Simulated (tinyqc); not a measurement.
# Changing the temperature T

Model: oxidation of curved silicon (wires and holes): cylindrical Deal-Grove kinetics with stress-retarded reaction. Computed by tinyqc, a small Python program. Command: `OMP_NUM_THREADS=1 python tinyqc.py 3013672 3013673 out.jsonl wireox sweep`. One thread of a shared host (Intel(R) Xeon(R) Processor @ 2.30GHz), about 0.03 s of CPU time with the checks.

Silicon fills r < a and oxide a < r < b. One volume of silicon gives 2.25 volumes of oxide, and the length is fixed.

Inputs (values chosen for the exercise, close to those used for silicon in dry oxygen): prefactor B0 = 777 um^2/h; activation energy E_B = 1.22 eV; prefactor (B/A)0 = 4.65e+06 um/h; activation energy E_A = 2 eV; starting silicon radius a0 = 92 nm; starting oxide x_i = 3 nm; viscosity prefactor eta0 = 6.7e-09 Pa s; viscosity energy E_eta = 5.54 eV; critical shear stress s_c = 64 MPa; activation volume V_k = 12 angstrom^3; time t = 0.43 h.

Shape: wire (convex).

Constants: k_B = 8.617333262e-05 eV/K.

Method:
- B = B0 exp(-E_B/(k_B T)), B/A = (B/A)0 exp(-E_A/(k_B T)), eta = eta0 exp(E_eta/(k_B T)); 1 um = 1000 nm.
- Temperatures in kelvin are T(C) + 273.15.
- Geometry: b^2 = b0^2 + 1.25 (a0^2 - a^2), b0 = a0 + x_i.
- Rate of oxide made per interface area: q = 1/[1/k + 2 a |ln(b/a)|/B], and |da/dt| = q/2.25. Reaction k = (B/A) exp(-sigma V_k/(k_B T)). New oxide pushes the old with radial speed u = 1.25 |da/dt| at r = a; the shear stress at radius r is s_c asinh(z a^2/r^2), z = 2 eta u/(a s_c) (Eyring flow), and the compressive normal stress at the interface is sigma = |int_a^b 2 s/r dr| = s_c |F(z) - F(z a^2/b^2)|, F(y) = int_0^y asinh(w)/w dw. q and sigma are solved together. 1 MPa angstrom^3 = 6.241509e-6 eV.
- Integrate da/dt adaptively (tolerance 1e-8); a wire counts as consumed at a = 0.5 nm and a hole as closed at b = 0.5 nm. Planar reference: x^2 + A x = B t + x_i^2 + A x_i, A = B/(B/A).

One run for each value; columns: (1) temperature T (C); (2) ratio to the planar thickness; (3) normal stress at time t (MPa); (4) oxide thickness (nm); (5) low-stress viscosity eta (Pa s):
```
(1)      (2)    (3)    (4)        (5)
750   0.9944   60.8   3.26  1.302e+19
800   0.9871   60.3   3.75  6.971e+17
850   0.9743   67.9   4.96  4.842e+16
900   0.9556   87.6   7.62  4.222e+15
1000  0.9053  163.5  22.04  5.705e+13
1050  0.8877  199.5  36.11  8.463e+12
1100  0.8863  207.8  55.31  1.443e+12
```

Give the missing row, temperature T (C) = 950.

Computed row; columns: (1) temperature T (C); (2) ratio to the planar thickness; (3) normal stress at time t (MPa); (4) oxide thickness (nm); (5) low-stress viscosity eta (Pa s):
```
(1)     (2)    (3)    (4)        (5)
950  0.9312  121.1  12.87  4.495e+14
```

Interpolating between the two neighbouring rows (linearly) misses most in low-stress viscosity eta (Pa s), by a factor of 4.8. Over the rows, ratio to the planar thickness falls from 0.994 to 0.886; normal stress at time t (MPa) goes from 60.8 through a minimum among these rows, 60.3 at 800, to 208; oxide thickness (nm) rises from 3.26 to 55.3. The viscosity drops by a factor 9.0e6 over the rows. In shear-thinning flow the stress feels the viscosity only through a logarithm, while the thicker oxide of a hotter run adds to it.

Caution (rows 750, 800, 850, 900, 950, 1000): planar dry oxides this thin grow faster than Deal-Grove predicts. Caution (all rows): the oxide is taken as a purely viscous fluid in steady flow; elasticity, stress-dependent diffusion and thin-oxide enhancement are left out.

Extremes, crossings and ranges named in words are read from the listed rows.
